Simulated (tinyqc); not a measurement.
Worked calculation: rapid thermal processing of a wafer: radiative balance, ramp and cooling, pattern effects, pyrometer error and spike budget. Computed by tinyqc, a small Python program that keeps every step. Command: `OMP_NUM_THREADS=1 python tinyqc.py 3114067 3114068 out.jsonl rtp walk`. One thread of a shared host (Intel(R) Xeon(R) Processor @ 2.30GHz), about 0.04 s of CPU time with the checks. Intermediate numbers are printed to about 7 digits and carried at full precision; extremes and crossings named in words are read from the listed rows.

The wafer is opaque and uniform through its thickness unless said otherwise; temperatures in formulas are in kelvin (C + 273.15). sigma = 5.670374419e-12 W/(cm^2 K^4).

Inputs (values chosen for the exercise, modelled on a hot silicon wafer):
```
quantity,value,unit
wafer thickness d,725,micrometre
heat capacity per volume C,2.02,J/(cm^3 K)
thermal conductivity k,0.26,W/(cm K)
emissivity eps of each face,0.66,-
reflectivity of the chamber walls r,0.31,-
"gas heat-transfer coefficient h, both faces together",0.7,mW/(cm^2 K)
wall temperature T_w,500,K
process temperature,897,C
starting temperature,550,C
ramp rate,240,K/s
relative change of absorptivity over a pattern,9.7,%
period of the pattern,1.2,mm
pyrometer wavelength,3.8,micrometre
error of the assumed emissivity,2.8,%
activation energy of the process E_a,1.24,eV
```

Constants: k_B = 8.617333262e-05 eV/K; h = 6.62607015e-34 J s; c = 299792458 m/s; k_B = 1.380649e-23 J/K.

## Power to hold and to ramp

Effective emissivity between parallel grey plates: eps_eff = 1/(1/eps + 1/(1 - r) - 1). Loss per area q(T) = 2 eps_eff sigma (T^4 - T_w^4) + h (T - T_w). Absorbed power during a ramp = q(T) + C d x ramp rate; thermal time constant tau = C d/(dq/dT), dq/dT = 8 eps_eff sigma T^3 + h; natural cooling rate q/(C d); front-to-back difference under one-sided heating at the end of the ramp = (absorbed power) d/(2 k).

eps_eff = 0.5090543

holding power q = 10.93190 W/cm^2

power at the end of the ramp = 46.07990 W/cm^2

dq/dT = 37.69904 mW/(cm^2 K)

time constant tau = 3.884714 s

natural cooling rate = 74.64593 K/s

front-to-back difference = 6.424601 K

Radiation carries 96 % of the loss. The ramp needs 4.2 times the holding power.

## Cooling curve

Cooling with the lamps off: C d dT/dt = -q(T), integrated adaptively (relative tolerance 1e-10).

Lamps off at t = 0:
```
t (s),T (C),cooling rate (K/s)
0.39,869.2698,67.75275
0.78,844.0193,61.88959
1.60,797.4993,52.06093
2.70,745.7897,42.50899
3.90,699.4832,35.07406
5.80,641.0250,27.04767
9.70,555.8380,17.72574
16.00,469.3736,10.67824
```

The rate falls from 74.6 K/s at t = 0 to 10.7 K/s in the last row.

## Thermal budget of a spike

Spike anneal: linear ramp to the peak, then lamps off. Equivalent time at the peak = int exp(-(E_a/k_B)(1/T - 1/T_peak)) dt; estimate (k_B T^2/E_a)(1/ramp rate + 1/cooling rate). The ramp part uses 4000 trapezoid steps, the cooling part 4000 steps over 4 tau. Time within 50 K of the peak from the same curves.

equivalent time, ramp = 0.3430430 s

equivalent time, cooling = 1.506249 s

equivalent time, total = 1.849292 s

estimate = 1.671241 s

time within 50 K of the peak = 0.9404309 s

Cooling supplies 81 % of the budget.

## What a faster ramp buys

The formulas are those given above.

Against the ramp rate:
```
ramp (K/s),ramp part (s),cooling part (s),total (s),power at the peak (W/cm^2)
10,8.233031,1.506249,9.739280,12.3964
25,3.293212,1.506249,4.799462,14.5931
50,1.646606,1.506249,3.152856,18.2544
100,0.823303,1.506249,2.329552,25.5769
250,0.329321,1.506249,1.835571,47.5444
500,0.164661,1.506249,1.670910,84.1569
1000,0.082330,1.506249,1.588580,157.3819
```

From 10 to 100 K/s the total falls by a factor 4.2, from 100 to 1000 K/s by 1.47: the cooling part, 1.51 s, is a floor, and the natural cooling rate here is 74.6 K/s.

## Pattern effect

At steady state a sinusoidal change of absorbed power of relative amplitude a and period p gives the temperature amplitude a q/(dq/dT + k d (2 pi/p)^2); healing length l = sqrt(k d/(dq/dT)); process change = E_a dT/(k_B T^2). Emissivity is taken as unchanged.

healing length l = 7.071158 mm

amplitude without lateral conduction = 28.12787 K

amplitude = 0.02050416 K

change of the process rate = 0.02154803 %

Lateral conduction cuts the amplitude to 0.073 %, since p/(2 pi l) = 0.027.

## Pyrometer error

Signal proportional to eps/(exp(c2/(lambda T)) - 1), c2 = h c/k_B. If the assumed emissivity is too high by the given error, the reading T' solves (1 + error)/(exp(c2/(lambda T')) - 1) = 1/(exp(c2/(lambda T)) - 1). Wien estimate: T' - T = -lambda T^2 ln(1 + error)/c2. Process rates go as exp(-E_a/(k_B T)).

c2 = 14387.77 micrometre K

c2/(lambda T) = 3.235701

reading less true temperature = -9.520936 K

Wien estimate = -9.986675 K

rate at T over rate at T', less 1 = 10.61409 %

Caution: below about 600 C lightly doped silicon is partly transparent at this wavelength, so its emissivity is not yet the hot value early in the ramp.

Checks made by the program: cooling time against quadrature of C d dT/q (relative difference 3e-08).
